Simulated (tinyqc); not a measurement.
# Short-channel transistor, virtual-source model with series resistance: transfer curves at low and high drain voltage

The current per gate width is the charge at the top of the source barrier (the virtual source) times its velocity times a saturation function; al and be are fitting constants of the model. Units: I in uA/um, Rs in ohm um, so I Rs = 1e-6 I Rs in volts; Q in uC/cm^2, so I = 1e-4 Q vx0 Fsat with vx0 in cm/s.

Intrinsic voltages Vg' = Vgs - I Rs, Vd' = Vds - 2 I Rs. n = n0 + nd Vd', VT = VT0 - dl Vd', Ff = 1/(1 + exp((Vg' - VT + al Vt/2)/(al Vt))), Q = Cinv n Vt ln(1 + exp((Vg' - VT + al Vt Ff)/(n Vt))), Vdsat = (vx0 L/mu)(1 - Ff) + Vt Ff, Fsat = u/(1 + u^be)^(1/be) with u = Vd'/Vdsat, and I = Q vx0 Fsat per width. I is solved self-consistently. Columns for Vds = 0.05 V and 0.5 V; gm = dI/dVgs at 0.5 V.

Values chosen for this exercise: temperature T = 400 K; inversion capacitance Cinv = 2.35 uF/cm^2; velocity at the virtual source vx0 = 5.9e6 cm/s; apparent mobility mu = 1400 cm^2/(V s); channel length L = 130 nm; threshold at zero drain voltage VT0 = 0.309 V; drain-induced barrier lowering dl = 0.064 V/V; subthreshold factor n0 = 1.43; growth of n with drain voltage nd = 0.1 1/V; threshold shift (in units of Vt) from weak to strong inversion al = 3.5; sharpness of saturation be = 1.8; series resistance of each contact Rs = 200 ohm um.

Constants: q = 1.602176634e-19 C, kB = 1.380649e-23 J/K, Vt = kB T/q. Results are converted to the units shown.

Transfer curves at low and high drain voltage:

| Vgs (V) | I, low Vds (uA/um) | I, high Vds (uA/um) | gm (uS/um) |
|---|---|---|---|
| 0 | 0.9365 | 2.286 | 38.37 |
| 0.06 | 2.605 | 6.001 | 91.85 |
| 0.12 | 6.552 | 14.21 | 190.1 |
| 0.19 | 16.13 | 33.17 | 358.8 |
| 0.25 | 29.16 | 59.57 | 520.8 |
| 0.31 | 44.61 | 95.34 | 667.0 |
| 0.38 | 61.51 | 146.9 | 797.0 |
| 0.44 | 73.04 | 197.1 | 873.4 |
| 0.5 | 81.82 | 251.2 | 924.3 |

At Vds = 0.5 V the current spans 2.0 decades, from 2.29 to 251 uA/um. Between the first two rows the swing is 143 mV a decade, against n Vt ln 10 = 117. At Vgs = 0 the higher drain voltage raises the current by a factor of 2.44, at Vgs = 0.5 V by 3.07. The transconductance rises from 38.4 to 924 uS/um; Cinv vx0, its value in strong inversion and saturation without series resistance, is 1390 uS/um.

Computed by the program tinyqc: `OMP_NUM_THREADS=1 python tinyqc.py 2380088 2380089 out.jsonl`, one thread of a shared Intel Xeon 2.30GHz, about 0.01 s for the whole run.
